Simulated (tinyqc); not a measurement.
On-chip power grid, static voltage drop by conjugate gradients: one step of the calculation.

A grid of 4 rows and 4 columns, node k = 4 row + column. Neighbours in a row are joined by Rx, in a column by Ry; pad nodes, which reach the supply through Rp: 0, 15. Each node draws I0, node 6 draws kh I0. The drops u = Vdd - V solve G u = i, with G the conductance matrix (1/Rp added on the diagonal at pad nodes).

Problem. Conjugate-gradient step. q = G p; a = (r.r)/(p.q); u(new) = u + a p; r(new) = r - a q; b = (r.r)(new)/(r.r); p(new) = r(new) + b p.

Inputs (values chosen for the exercise): resistance of a horizontal segment Rx = 0.14 ohm; resistance of a vertical segment Ry = 0.31 ohm; resistance from a pad node to the supply Rp = 0.27 ohm.

u at the start (mV):
```
       col 0  col 1  col 2  col 3
row 0      0      0      0      0
row 1      0      0      0      0
row 2      0      0      0      0
row 3      0      0      0      0
```

r at the start (mA):
```
       col 0  col 1  col 2  col 3
row 0    1.8    1.8    1.8    1.8
row 1    1.8    1.8   14.4    1.8
row 2    1.8    1.8    1.8    1.8
row 3    1.8    1.8    1.8    1.8
```

p at the start (mA):
```
       col 0  col 1  col 2  col 3
row 0    1.8    1.8    1.8    1.8
row 1    1.8    1.8   14.4    1.8
row 2    1.8    1.8    1.8    1.8
row 3    1.8    1.8    1.8    1.8
```

Find: q; a; u after iteration 1; r after iteration 1; b; p after iteration 1.

Solution.

q (mA S):
```
       col 0  col 1  col 2  col 3
row 0    6.7    0.0  -40.6    0.0
row 1    0.0  -90.0  261.3  -90.0
row 2    0.0    0.0  -40.6    0.0
row 3    0.0    0.0    0.0    6.7
```

a = 0.07718 ohm

u after iteration 1 (mV):
```
       col 0  col 1  col 2  col 3
row 0  0.139  0.139  0.139  0.139
row 1  0.139  0.139  1.111  0.139
row 2  0.139  0.139  0.139  0.139
row 3  0.139  0.139  0.139  0.139
```

r after iteration 1 (mA):
```
       col 0  col 1   col 2  col 3
row 0  1.285  1.800   4.937  1.800
row 1  1.800  8.747  -5.767  8.747
row 2  1.800  1.800   4.937  1.800
row 3  1.800  1.800   1.800  1.285
```

b = 1.045

p after iteration 1 (mA):
```
       col 0  col 1  col 2  col 3
row 0   3.17   3.68   6.82   3.68
row 1   3.68  10.63   9.28  10.63
row 2   3.68   3.68   6.82   3.68
row 3   3.68   3.68   3.68   3.17
```

Program tinyqc, `OMP_NUM_THREADS=1 python tinyqc.py 2770111 2770112 out.jsonl`; Intel Xeon 2.30GHz, shared host, one thread, about 0.3 s.
